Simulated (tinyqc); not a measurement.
Ways to converge the cycle: SCF convergence aids in the sto-3g basis, for Li+, spin multiplicity 1. Computed by the program tinyqc with PySCF. RHF with one setting changed at a time; a run stops when the energy changes by less than 1e-09 hartree and the error matrix is below 1e-5. The start is the core Hamiltonian. Damping d keeps d of the old density; a shift (hartree) raises the virtual levels; DIIS n extrapolates F over n matrices.

Geometry (angstrom):

| atom | x | y | z |
|---|---|---|---|
| Li | 0.0000 | 0.0000 | 0.0000 |

lowest restricted solution found by these runs and by PySCF = -7.135448 hartree

Largest element of the error matrix X^T (FDS - SDF) X:

| iteration | plain | damping 0.3 | damping 0.6 | shift 0.4 | DIIS 3 | DIIS 8 |
|---|---|---|---|---|---|---|
| 1 | 2.3e-01 | 2.3e-01 | 2.3e-01 | 2.3e-01 | 2.3e-01 | 2.3e-01 |
| 2 | 2.9e-02 | 8.9e-02 | 1.5e-01 | 5.7e-02 | 2.9e-02 | 2.9e-02 |
| 3 | 3.5e-03 | 3.5e-02 | 9.7e-02 | 1.4e-02 | 1.4e-04 | 1.4e-04 |
| 4 | 4.3e-04 | 1.3e-02 | 6.3e-02 | 3.3e-03 | 5.9e-05 | 5.9e-05 |
| 5 | 5.2e-05 | 5.2e-03 | 4.1e-02 | 7.9e-04 | 6.0e-08 | 3.7e-05 |
| 6 | 6.3e-06 | 2.0e-03 | 2.7e-02 | 1.9e-04 | - | 2.7e-05 |
| 8 | - | 3.0e-04 | 1.1e-02 | 1.1e-05 | - | 1.8e-05 |
| 10 | - | 4.4e-05 | 4.8e-03 | - | - | 2.7e-08 |
| 14 | - | 9.7e-07 | 8.5e-04 | - | - | - |
| 20 | - | - | 6.3e-05 | - | - | - |
| 30 | - | - | 8.4e-07 | - | - | - |

How each run ends:

| run | iterations | E (hartree) | state |
|---|---|---|---|
| plain | 6 | -7.135448 | lowest found |
| damping 0.3 | 16 | -7.135448 | lowest found |
| damping 0.6 | 33 | -7.135448 | lowest found |
| shift 0.4 | 9 | -7.135448 | lowest found |
| DIIS 3 | 5 | -7.135448 | lowest found |
| DIIS 8 | 10 | -7.135448 | lowest found |

What does the comparison show, and why?

6 of 6 runs reach the lowest restricted solution found, in 5 to 33 iterations (fastest: DIIS 3). Plain steps already contract here, so damping only slows them. DIIS 3 gains by cancelling the error over several earlier matrices, much as a quasi-Newton step does. DIIS minimises the error, not the energy, so it can stall or settle near a saddle, and its small system turns near-singular when few rotations are active.
